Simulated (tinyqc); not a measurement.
Swing curve: thickness of the top film: thin-film optics by transfer matrices.

Indices N = n + i k. Snell: N0 sin(theta) = N_j sin(theta_j), with Im(N_j cos theta_j) >= 0. Admittance y_j = N_j cos theta_j for s and N_j/cos theta_j for p. Phase delta_j = 2 pi N_j cos theta_j d_j/lambda. Layer matrix [[cos delta, -i sin delta/y], [-i y sin delta, cos delta]], multiplied from the top down to M. (B, C) = M (1, y_sub); r = (y0 B - C)/(y0 B + C), R = |r|^2, T = 4 Re y0 Re y_sub/|y0 B + C|^2, absorbed in the films 1 - R - T.

Values chosen for the exercise (indices near those of Si3N4, SiO2 on Si; shifted at random, so the results belong to these values and not to a real crystal): lam = 193 nm (vacuum wavelength); n0 = 1 (ambient index); n = (2.653, 1.573, 0.871) (n of Si3N4, SiO2, substrate); k = (0.249, 0, 2.704) (k in the same order); d = (33.5, 5.3) nm (thicknesses, top first); theta = 65 degrees (angle of incidence); pol = s (polarisation).

The first entry of d takes the values listed.

Stack:

| d_1 (nm) | R | T | absorbed |
|---|---|---|---|
| 33.5 | 0.7243 | 0.0648 | 0.2109 |
| 39.9 | 0.4959 | 0.1003 | 0.4038 |
| 46.4 | 0.2507 | 0.1188 | 0.6304 |
| 52.8 | 0.4457 | 0.0727 | 0.4816 |
| 59.3 | 0.6148 | 0.0447 | 0.3404 |
| 65.7 | 0.6606 | 0.0366 | 0.3028 |
| 72.2 | 0.6098 | 0.0387 | 0.3515 |
| 78.6 | 0.4732 | 0.0461 | 0.4807 |
| 85.1 | 0.3823 | 0.0462 | 0.5715 |
| 91.5 | 0.4611 | 0.0349 | 0.5039 |
| 98.0 | 0.5581 | 0.0256 | 0.4163 |
| 104.4 | 0.5901 | 0.0217 | 0.3882 |
| 110.9 | 0.5565 | 0.0214 | 0.4221 |

R swings between 0.2507 and 0.7243 on these points. The period is lambda/(2 Re(N_1 cos theta_1)) = 38.7 nm, six rows. The swing shrinks from 0.4736 in the first period to 0.2275 in the second, as the film absorbs the wave that returns from below. The swing ratio (max - min)/mean is 0.90.

Program tinyqc; command `OMP_NUM_THREADS=1 python tinyqc.py 1650214 1650215 out.jsonl`; about 0.01 s on one thread of a shared Intel(R) Xeon(R) Processor @ 2.30GHz.
